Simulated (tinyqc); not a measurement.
Ballistic transport through the one-dimensional subbands of a rectangular nanowire or nanosheet channel: one step, computed by the program tinyqc.

Hard walls, parabolic subbands, transport along x. Energies are counted from the bulk conduction band edge at the top of the barrier, which the gate pulls down by U; the source Fermi level lies at the bulk edge when U = 0.

Problem. Subbands. E_pq = (hbar^2 pi^2/2)(p^2/(m_y b^2) + q^2/(m_z a^2)); valley pairs: (m_x, m_y, m_z) = (m_t, m_t, m_l), (m_t, m_l, m_t), (m_l, m_t, m_t), each with degeneracy g = 2; the 10 lowest subbands are kept.

Inputs (values chosen for the exercise, modelled on silicon):
```
quantity,value,unit
light mass m_t,0.19,m_0
heavy mass m_l,0.902,m_0
height a,4.3,nm
width b,4.9,nm
```

Valleys: silicon [100] wire.

Constants: hbar^2/(2 m_0) = 3.80998212 eV angstrom^2; k_B = 8.617333262e-05 eV/K.

Give: Subbands.

Solution.

Subbands:
```
valley axis,p,q,E (meV),m_x (m_0)
z,1,1,105.0,0.190
y,1,1,124.4,0.190
z,1,2,172.6,0.190
y,2,1,176.5,0.190
x,1,1,189.5,0.902
y,3,1,263.3,0.190
z,1,3,285.3,0.190
z,2,1,352.3,0.190
y,4,1,384.8,0.190
z,2,2,419.9,0.190
```
